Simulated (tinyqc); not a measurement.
Electron-beam lithography: double-Gaussian proximity function, edge placement and dose correction for parallel lines: one step, computed by the program tinyqc.

Lines are infinitely long. Absorbed energy is counted so that the middle of a very large area written at dose 1 receives 1; the resist develops where it exceeds 1/2.

Question. Interaction matrix. f(r) = [exp(-r^2/alpha^2)/alpha^2 + eta exp(-r^2/beta^2)/beta^2]/(pi (1 + eta)). A line from a to b at dose d gives E(x) = d [S(alpha) + eta S(beta)]/(1 + eta), S(s) = [erf((b - x)/s) - erf((a - x)/s)]/2. M_ij is the mean of E at the two edges of line i from line j at dose 1.

Inputs (values chosen for the exercise, of the order of those for 20 keV electrons in resist on silicon): forward range alpha = 0.017 micrometre; backscatter range beta = 2.4 micrometre; backscatter ratio eta = 0.48.

Lines (micrometre):
```
line  left edge  right edge  centre
1         0.000       1.700  0.8500
2         1.759       1.807  1.7830
3         2.717       4.617  3.6670
4         4.767       4.825  4.7960
5         6.125       6.188  6.1565
```

Give: M.

Answer.

M:
```
        1       2       3       4       5
1  0.4487  0.0029  0.0459  0.0005  0.0001
2  0.1082  0.3415  0.0790  0.0009  0.0002
3  0.0421  0.0020  0.4574  0.0032  0.0019
4  0.0103  0.0008  0.1128  0.3423  0.0035
5  0.0014  0.0001  0.0522  0.0032  0.3426
```
